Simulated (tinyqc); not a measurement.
Interstitial-substitutional diffusion of a fast metal impurity in a wafer (kick-out and dissociative mechanisms): one step, computed by the program tinyqc. Command: `OMP_NUM_THREADS=1 python tinyqc.py 3010831 3010832 out.jsonl kickout walk`. One thread of a shared host (Intel(R) Xeon(R) Processor @ 2.30GHz), about 0.3 s of CPU time with the checks.

The metal moves as an interstitial A_i and dissolves on lattice sites either by kicking out a self-interstitial (A_i = A_s + I) or by filling a vacancy (A_i + V = A_s). With A_i at its solubility, local equilibrium and c = C_s/C_s*, self-interstitials and vacancies obey C_I/C_I* = 1/c and C_V/C_V* = c.

Question. Diffusivity against concentration. In defect-free silicon dc/dt = d/dx [(D_K/c^2 + D_F) dc/dx], c = 1 at both faces. D_K = D_I C_I*/C_s* and D_F = D_V C_V*/C_s*. The two terms are equal at c* = sqrt(D_K/D_F). Take c = 1, 0.5, 0.2, 0.1, 0.03 and 0.01.

Inputs (values chosen for the exercise, loosely like those of a heavy transition metal in silicon): temperature T = 1075 C.

D_K = 1.415394e-09 cm^2/s

D_F = 6.094495e-10 cm^2/s

Give: c*; Effective diffusivity (cm^2/s).

Answer.

c* = 1.524

Effective diffusivity (cm^2/s):
```
c     kick-out term      total
1.00      1.415e-09  2.025e-09
0.50      5.662e-09  6.271e-09
0.20      3.538e-08  3.599e-08
0.10      1.415e-07  1.421e-07
0.03      1.573e-06  1.573e-06
0.01      1.415e-05  1.415e-05
```
